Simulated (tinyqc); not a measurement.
Charge neutrality of a doped semiconductor with incomplete ionisation: one step, computed by the program tinyqc. Command: `OMP_NUM_THREADS=1 python tinyqc.py 3009134 3009135 out.jsonl dopant walk`. One thread of a shared host (Intel(R) Xeon(R) Processor @ 2.30GHz), about 0.03 s of CPU time with the checks.

Energies are counted from the top of the valence band; E_D is measured down from the conduction band and E_A up from the valence band.

Task: Gap and effective densities of states. E_g = E_g0 - alpha T^2/(T + beta). N_c = 2 M_c (2 pi m_e k_B T/h^2)^(3/2) and N_v = 2 (2 pi m_h k_B T/h^2)^(3/2), masses in units of m_0. n_i = sqrt(N_c N_v) exp(-E_g/(2 k_B T)); E_i = E_g/2 + (k_B T/2) ln(N_v/N_c).

Inputs (values chosen for the exercise, for a model semiconductor): gap at 0 K E_g0 = 3.03 eV; Varshni alpha = 0.000661 eV/K; Varshni beta = 594 K; electron mass m_e = 0.251 m_0; valleys M_c = 1; hole mass m_h = 0.568 m_0; temperature T = 200 K.

Doping: n-type. Statistics of the bands: Fermi-Dirac.

Constants: m_0 = 9.1093837015e-31 kg; k_B = 1.380649e-23 J/K; h = 6.62607015e-34 J s; k_B = 8.617333262e-05 eV/K.

Give: gap E_g; N_c; N_v; k_B T; intrinsic density n_i; intrinsic level E_i.

Result:

gap E_g = 2.997 eV

N_c = 1.718e+18 cm^-3

N_v = 5.847e+18 cm^-3

k_B T = 0.01723 eV

intrinsic density n_i = 5.549e-20 cm^-3

intrinsic level E_i = 1.509 eV
